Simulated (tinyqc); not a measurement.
Inside a calculation. Model: Monte Carlo simulation of one carrier in a uniform electric field. Computed by tinyqc, a small Python program that keeps every step. Command: `OMP_NUM_THREADS=1 python tinyqc.py 3004140 3004141 out.jsonl mcfl walk`. One thread of a shared host (Intel(R) Xeon(R) Processor @ 2.30GHz), about 2 s of CPU time with the checks. Intermediate numbers are printed to about 6 digits and carried at full precision; extremes and crossings named in words are read from the listed rows.

The force e F acts along +z. Flights end at the constant total rate Gamma; the part of Gamma that the real rates do not fill is self-scattering, which leaves k unchanged. One valley, no impurities; equivalent final valleys enter only through Z_f in the optical rate.

Inputs (values chosen for the exercise, modelled on electrons in germanium):
```
quantity,value,unit
effective mass m,0.221,m_0
density rho,5323,kg/m^3
sound velocity v_l,5190,m/s
acoustic deformation potential D_A,11,eV
phonon energy hbar w,30.9,meV
optical or intervalley deformation potential D_o,5.3,1e8 eV/cm
final valleys Z_f,3,-
lattice temperature T,250,K
electric field F,4.2,kV/cm
energy E_max up to which Gamma must cover the rates,0.6,eV
seed of the random numbers,64211,-
```

Crystal: non-polar. Band: parabolic.

starting wave vector (1/nm): [0.2, -0.21, -0.13]

Constants: k_B = 1.380649e-23 J/K; e = 1.602176634e-19 C; hbar = 1.054571817e-34 J s; m_0 = 9.1093837015e-31 kg; hbar = 6.582119569e-16 eV s; k_B = 8.617333262e-05 eV/K.

## Total rate Gamma

Parabolic band: E = hbar^2 k^2/(2 m), speed v = hbar k/m, states per spin, volume and energy g(E) = m k/(2 pi^2 hbar^2). Masses are multiplied by m_0 and all formulas are in SI units. Phonon occupation N_q = 1/(exp(hbar w/(k_B T)) - 1). Acoustic deformation potential (elastic, equipartition, absorption and emission together): 1/tau = 2 pi k_B T D_A^2 g(E)/(hbar rho v_l^2). Optical or intervalley deformation potential: 1/tau = (pi Z_f D_o^2/(rho w)) [N_q g(E + hbar w) + (N_q + 1) g(E - hbar w)], with g = 0 below the band edge. Gamma is 1.05 times the largest total rate on the grid E = (j + 1/2) E_max/400, j = 0..399.

largest total rate = 15.0533 1e12/s

energy of the largest rate = 599.25 meV

Gamma = 15.8060 1e12/s

## Flight 1

Random numbers (0.02 to 0.98, from up to 60 sets tried for early real events), one row a flight:
```
,r1,r2,r3,r4
1,0.3490,0.0846,0.9422,0.0433
2,0.2163,0.4512,0.2431,0.4329
3,0.7607,0.5651,0.1698,0.1729
4,0.5530,0.0534,0.6931,0.5682
5,0.0815,0.3774,0.1761,0.0868
6,0.4782,0.8938,0.8308,0.6102
7,0.2166,0.0450,0.8344,0.8360
```

Flight: t = -ln(r1)/Gamma; k_z grows by e F t/hbar; E follows from the band; dz = (E_end - E_start)/(e F). Use row 1 of the random numbers.

flight time t = 66.6003 fs

k at the end of the flight (1/nm): [0.200000, -0.210000, -0.087503]

energy at the end = 15.8186 meV

displacement dz = -3.79408 nm

## Scattering event 1

Choice: with cumulative rates in the order acoustic, absorption, emission, the process is the first whose sum exceeds r2 Gamma; if none, self-scattering. Final state: E' = E, E + hbar w or E - hbar w gives k'. Isotropic processes: cos(theta) = 1 - 2 r3 from the z axis, phi = 2 pi r4, k' (sin theta cos phi, sin theta sin phi, cos theta).

cumulative rates (1e12/s): acoustic 1.23754, absorption 1.64367, emission 1.64367

r2 Gamma = 1.33719 1e12/s

Process chosen: absorption

k after event 1, the start of the next flight (1/nm): [0.234029, 0.065289, -0.460393]

## Flight 2

Use row 2 of the random numbers.

flight time t = 96.8677 fs

k at the end of the flight (1/nm): [0.234029, 0.065289, -0.398582]

energy at the end = 37.5654 meV

displacement dz = -21.7934 nm

## Scattering event 2

The formulas are those given above.

cumulative rates (1e12/s): acoustic 1.90708, absorption 2.39873, emission 3.04252

r2 Gamma = 7.13166 1e12/s

Process chosen: self-scattering

k after event 2, the start of the next flight (1/nm): [0.234029, 0.065289, -0.398582]

## All printed flights

Drift estimate: sum dz / sum t.

Flights:
```
flight,t (fs),E at the end (meV),dz (nm),process,k_x (1/nm),k_y (1/nm),k_z (1/nm)
1,66.600,15.8186,-3.7941,absorption,0.234029,0.065289,-0.460393
2,96.868,37.5654,-21.7934,self-scattering,0.234029,0.065289,-0.398582
3,17.305,36.0689,-3.5630,self-scattering,0.234029,0.065289,-0.387540
4,37.479,32.9719,-7.3738,acoustic,-0.366924,-0.167619,-0.168896
5,158.621,28.8439,-9.8287,self-scattering,-0.366924,-0.167619,-0.067681
6,46.674,28.3018,-1.2907,self-scattering,-0.366924,-0.167619,-0.037899
7,96.780,28.1523,-0.3560,acoustic,0.154551,-0.257624,-0.270264
```

drift estimate from these flights = -92249.2 m/s

4 of the 7 flights end in self-scattering. So few flights say little about the drift velocity: the estimate is noise at this length.

## Low-field mobility from the linear Boltzmann equation

On the grid E_j = (j + 1/2) hbar w/12 up to 20 k_B T + 2 hbar w, solve (sum of rates) l(E) = v(E); mu_0 = e sum g v l exp(-E/k_B T)/(3 k_B T sum g exp(-E/k_B T)).

low-field mobility mu_0 = 2691.12 cm^2/(V s)

## Long runs: velocity against field

Each row: 250 carriers from a thermal start, 1600 flights each, the first half discarded, random numbers not printed; the error is the standard error over ten groups; the mean energy is taken at the ends of flights, which sample time evenly. Fields at which more than 0.02 % of the events exceed Gamma are left out.

Monte Carlo results:
```
F (kV/cm),drift velocity (1e5 m/s),error (1e5 m/s),mu_0 F (1e5 m/s),mean energy (meV),real events (%)
1.1,0.267,0.0120,0.29602,37.8,17.8
2.1,0.415,0.0051,0.56513,46.5,20.6
4.2,0.581,0.0085,1.13027,76.9,28.4
```

At the lowest field the drift velocity is 0.90 +/- 0.04 of the ohmic value mu_0 F, at the highest 0.51 +/- 0.01. The mean energy goes from 38 to 77 meV against the parabolic-band thermal value 3 k_B T/2 = 32 meV: the carriers heat, more of them reach the emission threshold, where they lose momentum, and the curve bends below the ohmic line. Only 18 to 28 % of the events are real; the rest is the price of a constant Gamma.

Checks made by the program: energy gained in the printed flights against e F dz (relative difference below 1e-10).
